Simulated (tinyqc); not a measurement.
Inside a calculation. Model: isotype n-N heterojunction, non-linear Poisson equation by Newton steps, Boltzmann statistics.

Numbers from tinyqc (`OMP_NUM_THREADS=1 python tinyqc.py 2040046 2040047 out.jsonl`; about 0.01 s on one thread of a shared Intel Xeon 2.30GHz). Printed values are rounded.

One dimension, material 1 (n-type) at x < 0 and material 2 (n-type) at x > 0. Band edges: Ec = -psi in material 1 and -psi + dEc in material 2, Ev = Ec - Eg. Equilibrium, Fermi level at 0. n = Nc F((EFn - Ec)/Vt), p = Nv F((Ev - EFp)/Vt), with F(eta) = exp(eta) (Boltzmann statistics); full ionisation, no interface charge, classical densities; the doping types are chosen for the exercise.

Values chosen for this exercise; band and dielectric values close to those of CdS and CdTe:
- T = 250 K (temperature)
- Eg1 = 2.38 eV (band gap of material 1)
- er1 = 8.93 (relative permittivity of material 1)
- Nc1 = 1.68e18 cm^-3 (conduction-band density of states of material 1)
- Nv1 = 1.39e19 cm^-3 (valence-band density of states of material 1)
- Eg2 = 1.53 eV (band gap of material 2)
- er2 = 10.1 (relative permittivity of material 2)
- Nc2 = 6.06e17 cm^-3 (conduction-band density of states of material 2)
- Nv2 = 1.36e19 cm^-3 (valence-band density of states of material 2)
- dEc = 0.12 eV (conduction-band offset Ec2 - Ec1)
- N1 = 5.1e16 cm^-3 (donor density of material 1)
- N2 = 8e15 cm^-3 (donor density of material 2)
- V = 0 V (bias of side 1 against side 2)

Constants: q = 1.602176634e-19 C, kB = 1.380649e-23 J/K, Vt = kB T/q, eps0 = 8.8541878128e-14 F/cm where lengths are in cm. Results are converted to the units shown.

## Offsets and end potentials

dEv = Ev1 - Ev2 = Eg2 - Eg1 - dEc. Neutrality of the majority carriers far from the junction: Nc1 F(psi_L/Vt) = N1 and Nc2 F((V + psi_R - dEc)/Vt) = N2. Total bending psi_R - psi_L.

dEv = -0.97 eV
psi_L = -0.0752880 V
psi_R = 0.0267726 V
psi_R - psi_L = 0.102061 V

The alignment is staggered (type II): dEc and dEv have opposite signs.

## Permittivity of the intervals

| node | x (nm) |
|---|---|
| 0 | -130 |
| 1 | -99.3 |
| 2 | -73.8 |
| 3 | -52.2 |
| 4 | -33.9 |
| 5 | -18.5 |
| 6 | -5.5 |
| 7 | 5.5 |
| 8 | 29.3 |
| 9 | 80.8 |
| 10 | 192 |
| 11 | 433 |

er1 or er2; the interface lies midway in its interval, which gets the series value 2 er1 er2/(er1 + er2).

| interval | eps_r |
|---|---|
| 0 | 8.93 |
| 1 | 8.93 |
| 2 | 8.93 |
| 3 | 8.93 |
| 4 | 8.93 |
| 5 | 8.93 |
| 6 | 9.47903 |
| 7 | 10.1 |
| 8 | 10.1 |
| 9 | 10.1 |
| 10 | 10.1 |

## Couplings between neighbouring nodes

a_i = eps0 eps_r/h_i for the interval from node i to i + 1, with h_i = x_(i+1) - x_i in cm.

| interval | coupling a_i (F/cm^2) |
|---|---|
| 0 | 2.57550e-7 |
| 1 | 3.10070e-7 |
| 2 | 3.66055e-7 |
| 3 | 4.32065e-7 |
| 4 | 5.13428e-7 |
| 5 | 6.08215e-7 |
| 6 | 7.62992e-7 |
| 7 | 3.75745e-7 |
| 8 | 1.73645e-7 |
| 9 | 8.04202e-8 |
| 10 | 3.71068e-8 |

## Starting potential

| node | material |
|---|---|
| 0 | 1 |
| 1 | 1 |
| 2 | 1 |
| 3 | 1 |
| 4 | 1 |
| 5 | 1 |
| 6 | 1 |
| 7 | 2 |
| 8 | 2 |
| 9 | 2 |
| 10 | 2 |
| 11 | 2 |

psi_L + (psi_R - psi_L)(1 + tanh(x/s))/2 on the inner nodes with s = 47 nm, psi_L and psi_R on the ends.

| node | psi at the start (V) |
|---|---|
| 0 | -0.0752880 |
| 1 | -0.0738176 |
| 2 | -0.0710555 |
| 3 | -0.0653007 |
| 4 | -0.0557791 |
| 5 | -0.0433672 |
| 6 | -0.0302022 |
| 7 | -0.0183132 |
| 8 | 0.0039872 |
| 9 | 0.0235965 |
| 10 | 0.0267437 |
| 11 | 0.0267726 |

## Iteration 1: densities, residual and Jacobian diagonal

n_i = Nc F(a_n), a_n = (V - Ec_i)/Vt; p_i = Nv F(a_p), a_p = (Ec_i - Eg)/Vt; rho_i = p_i - n_i + C_i with C = +N1 or +N2; g_i = (n_i + p_i)/Vt. Box widths w_i = (h_(i-1) + h_i)/2 in cm. Residual F_i = a_i (psi_(i+1) - psi_i) - a_(i-1) (psi_i - psi_(i-1)) + q rho_i w_i; Jacobian: a_(i-1) and a_i beside the diagonal, b_i = -a_(i-1) - a_i - q g_i w_i on it. The two end nodes are fixed.

| node | n (cm^-3) | p (cm^-3) |
|---|---|---|
| 0 | 5.1e16 | 4.80912e-28 |
| 1 | 5.46024e16 | 4.49184e-28 |
| 2 | 6.20716e16 | 3.95132e-28 |
| 3 | 8.10782e16 | 3.02504e-28 |
| 4 | 1.26140e17 | 1.94439e-28 |
| 5 | 2.24421e17 | 1.09288e-28 |
| 6 | 4.13484e17 | 5.93167e-29 |
| 7 | 9.86736e14 | 1.19775e-9 |
| 8 | 2.77816e15 | 4.25413e-10 |
| 9 | 6.90339e15 | 1.71201e-10 |
| 10 | 7.98929e15 | 1.47932e-10 |
| 11 | 8e15 | 1.47734e-10 |

| node | residual F (C/cm^2) | diagonal b (F/cm^2) |
|---|---|---|
| 1 | -1.14410e-9 | -1.70870e-6 |
| 2 | -2.92734e-9 | -1.76326e-6 |
| 3 | -7.60661e-9 | -2.00106e-6 |
| 4 | -1.80267e-8 | -2.52619e-6 |
| 5 | -3.78204e-8 | -3.49165e-6 |
| 6 | -6.86276e-8 | -5.06130e-6 |
| 7 | 1.26318e-9 | -1.15151e-6 |
| 8 | -1.82431e-9 | -6.27180e-7 |
| 9 | -1.72266e-9 | -6.71720e-7 |
| 10 | -2.21801e-10 | -1.16385e-6 |

## Iteration 1: Newton step

Solve the tridiagonal system a_(i-1) d_(i-1) + b_i d_i + a_i d_(i+1) = -F_i for nodes 1 to 10, with d = 0 on fixed nodes. The full step is added.

| node | Newton step d (V) |
|---|---|
| 1 | -0.0012709 |
| 2 | -0.0033135 |
| 3 | -0.0068874 |
| 4 | -0.0114856 |
| 5 | -0.0156055 |
| 6 | -0.0177102 |
| 7 | -0.0150955 |
| 8 | -0.0136607 |
| 9 | -0.0061698 |
| 10 | -0.0006169 |

| node | psi after iteration 1 (V) |
|---|---|
| 0 | -0.0752880 |
| 1 | -0.0750885 |
| 2 | -0.0743690 |
| 3 | -0.0721881 |
| 4 | -0.0672646 |
| 5 | -0.0589727 |
| 6 | -0.0479125 |
| 7 | -0.0334087 |
| 8 | -0.0096735 |
| 9 | 0.0174266 |
| 10 | 0.0261268 |
| 11 | 0.0267726 |

## Iteration 2: densities, residual and Jacobian diagonal

As before.

| node | n (cm^-3) | p (cm^-3) |
|---|---|---|
| 0 | 5.1e16 | 4.80912e-28 |
| 1 | 5.14745e16 | 4.76479e-28 |
| 2 | 5.32226e16 | 4.60829e-28 |
| 3 | 5.88926e16 | 4.16461e-28 |
| 4 | 7.40140e16 | 3.31377e-28 |
| 5 | 1.08760e17 | 2.25509e-28 |
| 6 | 1.81734e17 | 1.34958e-28 |
| 7 | 4.89655e14 | 2.41368e-9 |
| 8 | 1.47357e15 | 8.02045e-10 |
| 9 | 5.18423e15 | 2.27974e-10 |
| 10 | 7.76375e15 | 1.52229e-10 |
| 11 | 8e15 | 1.47734e-10 |

| node | residual F (C/cm^2) | diagonal b (F/cm^2) |
|---|---|---|
| 1 | -4.19441e-11 | -1.64333e-6 |
| 2 | -2.63348e-10 | -1.60827e-6 |
| 3 | -1.19383e-9 | -1.67190e-6 |
| 4 | -4.08297e-9 | -1.87299e-6 |
| 5 | -1.06713e-8 | -2.27021e-6 |
| 6 | -2.07959e-8 | -2.99307e-6 |
| 7 | -5.41742e-11 | -1.14507e-6 |
| 8 | -2.75700e-10 | -5.90651e-7 |
| 9 | -3.36153e-10 | -5.67711e-7 |
| 10 | -9.15415e-12 | -1.13431e-6 |

## Iteration 2: Newton step

As before.

| node | Newton step d (V) |
|---|---|
| 1 | -0.0001562 |
| 2 | -0.0006923 |
| 3 | -0.0021901 |
| 4 | -0.0051251 |
| 5 | -0.0089010 |
| 6 | -0.0113521 |
| 7 | -0.0101813 |
| 8 | -0.0078311 |
| 9 | -0.0030189 |
| 10 | -0.0002221 |

| node | psi after iteration 2 (V) |
|---|---|
| 0 | -0.0752880 |
| 1 | -0.0752446 |
| 2 | -0.0750614 |
| 3 | -0.0743782 |
| 4 | -0.0723898 |
| 5 | -0.0678738 |
| 6 | -0.0592646 |
| 7 | -0.0435899 |
| 8 | -0.0175046 |
| 9 | 0.0144078 |
| 10 | 0.0259047 |
| 11 | 0.0267726 |

## Course of the Newton iteration

Stop when the largest undamped |d| is below 1e-9 V, or after 80 iterations.

Course of the iteration:

| iteration | largest \|F\| (C/cm^2) | largest \|d\| (V) | at node |
|---|---|---|---|
| 1 | 6.86e-8 | 0.0177 | 6 |
| 2 | 2.08e-8 | 0.0114 | 6 |
| 3 | 4.10e-9 | 3.38e-3 | 6 |
| 4 | 2.41e-10 | 2.20e-4 | 6 |
| 5 | 9.15e-13 | 8.32e-7 | 6 |
| 6 | 1.30e-17 | 1.17e-11 | 6 |

Converged in 6 iterations. Once the step is below 0.1 Vt, 2 more iteration(s) reach the threshold: near the solution the error is roughly squared each time.

## Band edges, densities and displacement

| node | converged psi (V) |
|---|---|
| 0 | -0.0752880 |
| 1 | -0.0752653 |
| 2 | -0.0751683 |
| 3 | -0.0747933 |
| 4 | -0.0735993 |
| 5 | -0.0704078 |
| 6 | -0.0628635 |
| 7 | -0.0468233 |
| 8 | -0.0199925 |
| 9 | 0.0134456 |
| 10 | 0.0258347 |
| 11 | 0.0267726 |

Ec, Ev, n and p as defined; D = a_k (psi_(k+1) - psi_k) on the interval that holds the interface.

| node | Ec (eV) | Ev (eV) | n (cm^-3) | p (cm^-3) |
|---|---|---|---|---|
| 0 | 0.075288 | -2.30471 | 5.1e16 | 4.80912e-28 |
| 1 | 0.075265 | -2.30473 | 5.10538e16 | 4.80405e-28 |
| 2 | 0.075168 | -2.30483 | 5.12841e16 | 4.78248e-28 |
| 3 | 0.074793 | -2.30521 | 5.21846e16 | 4.69995e-28 |
| 4 | 0.073599 | -2.30640 | 5.51586e16 | 4.44654e-28 |
| 5 | 0.070408 | -2.30959 | 6.39662e16 | 3.83429e-28 |
| 6 | 0.062864 | -2.31714 | 9.07897e16 | 2.70147e-28 |
| 7 | 0.166823 | -1.36318 | 2.62701e14 | 4.49891e-9 |
| 8 | 0.139993 | -1.39001 | 9.12741e14 | 1.29486e-9 |
| 9 | 0.106554 | -1.42345 | 4.30954e15 | 2.74245e-10 |
| 10 | 0.094165 | -1.43583 | 7.65920e15 | 1.54307e-10 |
| 11 | 0.093227 | -1.43677 | 8e15 | 1.47734e-10 |

D = 12.2385 nC/cm^2

## Check against the first integral

Exact first integral: on each side D^2/(2 eps0 er) = G, G = q [Vt (nI_j - nI_b) + Vt (pI_j - pI_b) - C (psi_j - psi_b)], with C = +N1 or +N2, b the neutral end of that side, and nI, pI the densities themselves. D is continuous, so er1 G1(psi_j) = er2 G2(psi_j) fixes psi_j. Ends from Nc1 F(psi_L/Vt) = N1 and Nc2 F((V + psi_R - dEc)/Vt) = N2. D is counted positive when psi rises towards material 2.

psi_j = -0.0566072 V
D = 11.9493 nC/cm^2
psi_j - psi_L = 0.0186808 V
psi_R - psi_j = 0.0833797 V
Ec1 - EFn at the interface = 0.0566072 eV
Ec2 - EFn at the interface = 0.176607 eV

Material 2 takes 81.7 % of the bending. The 12-node mesh gave D = 12.24 nC/cm^2, 2.4 % above the exact value in size.
